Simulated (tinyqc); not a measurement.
Strain-driven roughening and islands of a mismatched epitaxial film: one step, computed by the program tinyqc. Command: `OMP_NUM_THREADS=1 python tinyqc.py 3017102 3017103 out.jsonl island walk`. One thread of a shared host (Intel(R) Xeon(R) Processor @ 2.30GHz), about 0.01 s of CPU time with the checks.

Film and substrate share isotropic elastic constants; the film is coherent and biaxially strained.

Task: Asaro-Tiller-Grinfeld instability. A ripple A cos(k x) has the surface chemical potential per volume [gamma k^2 - 2 (1 + nu) w k] A cos(k x), so k_c = 2 (1 + nu) w/gamma. With surface diffusion the amplitude grows at the rate q = B k^2 [2 (1 + nu) w k - gamma k^2], fastest at k_m = (3/4) k_c. B is the surface mobility.

Inputs (values chosen for the exercise, modelled on InAs on InP): Poisson ratio nu = 0.29; surface energy gamma = 0.697 J/m^2; surface mobility D_s nu_s Omega^2/(k_B T) = 2.6e-32 m^6/(J s).

Transport: surface diffusion.

energy density w = 108.9530 MJ/m^3

Give: k_c; critical wavelength; fastest wavelength; growth time 1/q at k_m.

Result:

k_c = 0.40330 1/nm

critical wavelength = 15.580 nm

fastest wavelength = 20.773 nm

growth time 1/q at k_m = 0.019777 s
